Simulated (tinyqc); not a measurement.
Worked calculation: extended Hueckel theory, for H3+. The parameters take no account of the charge, which enters only through the electron count. One step of it, computed by the program tinyqc.

Problem. Mulliken analysis. P = C n C^T; charge = valence electrons (H 1) minus the sum of (P S)_ii on the atom; overlap population = 2 sum P_ij S_ij between two atoms.

coefficients:
```
            MO1        MO2        MO3
1H 1s  0.497382  -0.003073   1.296846
2H 1s  0.390174  -0.760511  -0.838848
3H 1s  0.386628   0.771438  -0.821801
```

occupations: 2.000000  0.000000  0.000000

overlap S, lower triangle:
```
          1H 1s     2H 1s     3H 1s
1H 1s  1.000000
2H 1s  0.529210  1.000000
3H 1s  0.522303  0.147864  1.000000
```

Give: charges; Overlap populations.

Solution.

charges: 1H 0.0989, 2H 0.4455, 3H 0.4555

Overlap populations:
```
pair     value
2-1   0.410806
3-1   0.401760
3-2   0.089222
```
